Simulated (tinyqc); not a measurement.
Single-oscillator infrared dielectric function of a polar cubic crystal: one step, computed by the program tinyqc.

One ion pair, charges +Z* and -Z*, in a cell of volume Omega = a^3/4. Frequencies omega are given as wavenumbers (1/cm); eps_s is the static dielectric constant.

Task: LO frequency and static constant from the Born charge. mu = M_A M_B/(M_A + M_B); ionic plasma term W^2 = 4 pi Z*^2 (e^2/(4 pi eps_0))/(Omega mu) in eV/(angstrom^2 u), turned into 1/cm by W = 15.6333042 x 33.35640952 x sqrt(W^2); omega_LO^2 = omega_TO^2 + W^2/eps_inf; eps_s = eps_inf + W^2/omega_TO^2; Szigeti charge 3 Z*/(eps_inf + 2); longitudinal (Callen) charge Z*/eps_inf.

Inputs (values chosen for the exercise, modelled on lead telluride):

| quantity | value | unit |
|---|---|---|
| lattice constant a | 6.46 | angstrom |
| mass M_A | 207.2 | u |
| mass M_B | 127.6 | u |
| omega_TO | 32.3 | 1/cm |
| Born charge Z* | 6.73 | e |
| eps_inf | 33.6 | - |

Structure: rock salt. Free carriers: absent.

Constants: nu for 1 eV/(angstrom^2 u) = 15.6333042 THz; 1 THz = 33.35640952 1/cm; e^2/(4 pi eps_0) = 14.39964548 eV angstrom.

Give: reduced mass mu; W; omega_LO; eps_s; Szigeti charge; Callen charge.

Result:

reduced mass mu = 78.97 u

W = 647.1 1/cm

omega_LO = 116.2 1/cm

eps_s = 435.0

Szigeti charge = 0.5671 e

Callen charge = 0.2003 e

omega_LO/omega_TO = 3.598; the ions supply 92 % of eps_s, as in a strongly ionic or soft-mode crystal.
